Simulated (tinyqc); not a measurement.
Implanted layer, carriers, mobility and sheet resistance: two steps of the calculation.

A p-type layer from the surface x = 0 to the junction xj, N(x) = N0 exp(-(x - Rp)^2/(2 sg^2)). Local neutrality (no depletion at surface or junction, no spilling of carriers), intrinsic carriers neglected, full ionisation of active dopants.

Parameters, values chosen for the exercise; values close to those of boron in silicon over an n-type background:
- T = 300 K (temperature)
- Nb = 1.7e17 cm^-3 (background doping of the opposite type)
- N0 = 1.6e19 cm^-3 (peak chemical concentration)
- m1 = 44.9 cm^2/(V s) (mobility limit at high doping)
- m2 = 484 cm^2/(V s) (mobility limit at low doping, at 300 K)
- Nr = 2.28e17 cm^-3 (reference doping of the mobility law)
- am = 0.736 (exponent of the mobility law)
- bt = 2.4 (temperature exponent of m2)
- Ns = 1.92e20 cm^-3 (solubility limit of active dopant)
- sg = 9.4 nm (straggle after annealing)
- Rp = 8.1 nm (projected range)

Constants: q = 1.602176634e-19 C. Results are converted to the units shown.

Task 1. Junction depth and local values. xj = Rp + sg sqrt(2 ln(N0/Nb)); 10 equal steps from 0 to xj. Active dopant A = min(N, Ns); p = A - Nb; mobility mu = m1 + (m2 (T/300 K)^(-bt) - m1)/(1 + ((A + Nb)/Nr)^am).

Give: xj; x; N; A; p; mu.

Result 1.

xj = 36.44 nm

```
point  x (nm)  N (cm^-3)  A (cm^-3)  p (1e19 cm^-3)  mu (cm^2/(V s))
0        0.00   1.104e19   1.104e19           1.087            68.53
1        3.64   1.430e19   1.430e19           1.413            64.67
2        7.29   1.594e19   1.594e19           1.577            63.23
3       10.93   1.529e19   1.529e19           1.512            63.77
4       14.58   1.262e19   1.262e19           1.245            66.45
5       18.22   8.963e18   8.963e18           0.879            72.14
6       21.86   5.477e18   5.477e18           0.531            82.70
7       25.51   2.880e18   2.880e18           0.271            101.6
8       29.15   1.303e18   1.303e18           0.113            133.6
9       32.80   5.074e17   5.074e17           0.034            180.9
10      36.44   1.700e17   1.700e17           0.000            232.4
```

The mobility runs from 63.2 to 232 cm^2/(V s).

Task 2. Sheet quantities by the trapezoid rule. Dose = integral of N, carrier sheet density = integral of p, 1/Rs = q integral of p mu, mean mobility 1/(q Rs sheet density), Hall mobility (unit Hall factor) = integral of p mu^2 over integral of p mu, Hall sheet density = (integral of p mu)^2/integral of p mu^2; all from 0 to xj.

```
point     x (nm)     N (cm^-3)  p (1e19 cm^-3)  mu (cm^2/(V s))
0       0.000000  1.1037775e19       1.0867775        68.533590
1       3.643923  1.4299530e19       1.4129530        64.665429
2       7.287846  1.5940393e19       1.5770393        63.225642
3      10.931770  1.5290203e19       1.5120203        63.765543
4      14.575693  1.2620149e19       1.2450149        66.451925
5      18.219616  8.9629865e18       0.8792986        72.138325
6      21.863539  5.4774444e18       0.5307444        82.704324
7      25.507463  2.8803165e18       0.2710317        101.58829
8      29.151386  1.3032852e18       0.1133285        133.63609
9      32.795309  5.0742947e17       0.0337429        180.89375
10     36.439232        1.7e17       0.0000000        232.39528
```

Wanted: dose; carrier sheet density; Rs; mean mobility; Hall mobility; Hall sheet density.

Result 2.

dose = 3.020e13 cm^-2
carrier sheet density = 2.958e13 cm^-2
Rs = 3039 ohm/square
mean mobility = 69.42 cm^2/(V s)
Hall mobility = 71.94 cm^2/(V s)
Hall sheet density = 2.855e13 cm^-2

Carriers make up 97.9 % of the dose. A Hall measurement weights the mobile tail, so its sheet density is 3.5 % below the true one.

Numbers from tinyqc (`OMP_NUM_THREADS=1 python tinyqc.py 2110160 2110161 out.jsonl`; about 0.01 s on one thread of a shared Intel Xeon 2.30GHz).
